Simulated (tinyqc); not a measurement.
# Changing the temperature T

Model: polytypes and stacking faults of a tetrahedral semiconductor in an axial Ising model with couplings up to third neighbours. Computed by tinyqc, a small Python program. Command: `OMP_NUM_THREADS=1 python tinyqc.py 3008173 3008174 out.jsonl polytype sweep`. One thread of a shared host (Intel(R) Xeon(R) Processor @ 2.30GHz), about 0.02 s of CPU time with the checks.

Each double layer has s = +1 or -1 for the sense of its stacking step; E per pair of atoms = E0 - sum_n J_n <s_i s_(i+n)>, n = 1, 2, 3. Hexagonality h = (1 - <s_i s_(i+1)>)/2.

Inputs (values chosen for the exercise, of the order of those of SiC for J, a, G and the gaps):
```
quantity                                    value      unit
J1                                           2.37  meV/pair
J2                                          -3.69  meV/pair
J3                                          -0.33  meV/pair
basal lattice constant a                     3.08  angstrom
binding energy of the fault level E_b        0.19        eV
in-plane mass m                              0.28        m0
effective density of states N_c at 300 K  1.1e+19    1/cm^3
electron density n                        4.4e+18    1/cm^3
```

Host polytype: 4H.

fault coefficients k_n:
```
                      J1  J2  J3
single Shockley (31)   0  -4   0
double Shockley (62)  -4  -8   0
Frank-type (32)       -1  -2   3
```

Constants: 1 eV/angstrom^2 = 16.02176634 J/m^2; m_0 = 9.1093837015e-31 kg; hbar = 1.054571817e-34 J s; k_B = 1.380649e-23 J/K; k_B = 8.617333262e-05 eV/K.

Method:
- Faults in 4H: the sequences single Shockley (31) (+++-), double Shockley (62) (++++++--), Frank-type (32) (+++--) are put between perfect repeats; k_n = (layers x C_n of the host) - sum_i s_i s_(i+n). gamma = sum k_n J_n/A, A = (sqrt 3/2) a^2; 1 meV/angstrom^2 = 16.02177 mJ/m^2.
- The fault binds electrons in a two-dimensional band E_b below the conduction edge, g2 = m m0/(pi hbar^2) for one valley. With the Fermi level held by the bulk, eta = ln[n/N_c(T)], N_c(T) = N_c (T/300)^1.5, the grand potential falls by g2 (k_B T)^2 F1(x), x = eta + E_b/(k_B T), F1(x) = integral from 0 to infinity of ln(1 + exp(x - t)) dt; sheet density g2 k_B T ln(1 + e^x). Band bending by the trapped charge is left out, so the gain is an upper bound.
- Net fault energy = gamma of the single Shockley (31) fault less the electronic gain.

One run for each value:
```
temperature T (K)  electronic gain (mJ/m^2)  sheet density (1/cm^2)  net fault energy (mJ/m^2)            x
250                                  3.0505              2.0604e+13                     25.734   8.1766e+00
406                                  2.2644              1.6686e+13                     26.520   4.0605e+00
562                                  1.6064              1.2375e+13                     27.179   2.0654e+00
719                                  1.1542              8.6839e+12                     27.631   8.3915e-01
875                                  0.8747              6.1038e+12                     27.910  -2.1146e-03
1030                                 0.7034              4.4472e+12                     28.082  -6.2595e-01
1190                                 0.5912              3.3565e+12                     28.194  -1.1304e+00
1340                                 0.5213              2.6816e+12                     28.264  -1.5158e+00
1500                                 0.4694              2.1863e+12                     28.315  -1.8605e+00
```

Over the rows, electronic gain (mJ/m^2) falls from 3.05 to 0.469 (exponent d ln y / d ln x -0.61 between the first rows and -0.93 between the last); sheet density (1/cm^2) falls from 2.06e13 to 2.19e12 (exponent d ln y / d ln x -0.43 between the first rows and -1.8 between the last); net fault energy (mJ/m^2) rises from 25.7 to 28.3.

Caution (rows 250): the bulk is near degeneracy, where eta = ln(n/N_c) underestimates the Fermi level.
